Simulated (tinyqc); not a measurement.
Tight binding, honeycomb lattice, step by step. Computed by tinyqc, a small Python program that keeps every step. Settings: t1 = 1.47, t2 = 0, phi = -1.8, delta = 0.77, points = 6. Command: `OMP_NUM_THREADS=1 python tinyqc.py 24126 24127 out.jsonl` (the two numbers bound the seeds that draw the settings). One thread of a shared host (Intel(R) Xeon(R) Processor @ 2.60GHz), about 0.01 s of CPU time with the checks.

## Bloch Hamiltonian at k

Parameters chosen for this model:
```
parameter      value                        unit
t1          1.470000                 eV, nearest
t2                 0       eV, second neighbours
phi        -1.800000  rad, phase of t2 (Haldane)
delta       0.770000          eV, +/- on A and B
```

k point k (fractions of the reciprocal vectors): [0.100000, 0.490000]

H_AB = -t1 (1 + exp(-i k.a1) + exp(-i k.a2)); H_AA = delta - 2 t2 sum cos(k.b + phi), H_BB = -delta - 2 t2 sum cos(k.b - phi), b = a1, a2 - a1, -a2.

H(k) at k (eV), order A, B:
$$\begin{pmatrix}
0.770000 & -1.192156+0.956346i \\
-1.192156-0.956346i & -0.770000
\end{pmatrix}$$

## Levels at k

Diagonalise the Hermitian matrix.

eigenvalues (eV): [-1.711354, 1.711354]

weights |c|^2 of the basis functions, order A, B:
$$\begin{pmatrix}
0.275032 & 0.724968 \\
0.724968 & 0.275032
\end{pmatrix}$$

## Bloch Hamiltonian at K

k point K (fractions of the reciprocal vectors): [0.333333, 0.666667]

As before.

H(k) at K (eV), order A, B:
$$\begin{pmatrix}
0.770000 & 0.000000 \\
0.000000 & -0.770000
\end{pmatrix}$$

## Levels at K

As before.

eigenvalues (eV): [-0.770000, 0.770000]

weights |c|^2 of the basis functions, order A, B:
$$\begin{pmatrix}
0.000000 & 1.000000 \\
1.000000 & 0.000000
\end{pmatrix}$$

## Bands along a path

The same steps at evenly spaced points between the labelled ones.

Bands along the path (eV):
```
k             band 1    band 2
G          -4.476718  4.476718
G-K 0.20   -4.226555  4.226555
G-K 0.40   -3.522435  3.522435
G-K 0.60   -2.500042  2.500042
G-K 0.80   -1.394539  1.394539
K          -0.770000  0.770000
K-M 0.20   -0.916598  0.916598
K-M 0.40   -1.190920  1.190920
K-M 0.60   -1.439141  1.439141
K-M 0.80   -1.602824  1.602824
M          -1.659458  1.659458
M-K' 0.20  -1.602824  1.602824
M-K' 0.40  -1.439141  1.439141
M-K' 0.60  -1.190920  1.190920
M-K' 0.80  -0.916598  0.916598
K'         -0.770000  0.770000
```

With 1 band(s) filled, the highest filled level on these points lies at K and the lowest empty one at K: a gap of 1.5400 eV, direct.

## Chern number of the lower band

On a 6 x 6 mesh, the phase of the product of overlaps around each plaquette (k1 then k2); the sum over 2 pi is an integer.

plaquette phases (rad):
$$\begin{pmatrix}
0.000000 & -0.020696 & -0.087622 & 0.000000 & 0.040711 & 0.013738 \\
0.020696 & 0.000000 & -0.087622 & -0.523701 & 0.000000 & 0.040711 \\
0.087622 & 0.087622 & 0.000000 & -0.523701 & -0.523701 & 0.000000 \\
0.000000 & 0.523701 & 0.523701 & 0.000000 & -0.087622 & -0.087622 \\
-0.040711 & 0.000000 & 0.523701 & 0.087622 & 0.000000 & -0.020696 \\
-0.013738 & -0.040711 & 0.000000 & 0.087622 & 0.020696 & 0.000000
\end{pmatrix}$$

Chern number = 0.000000
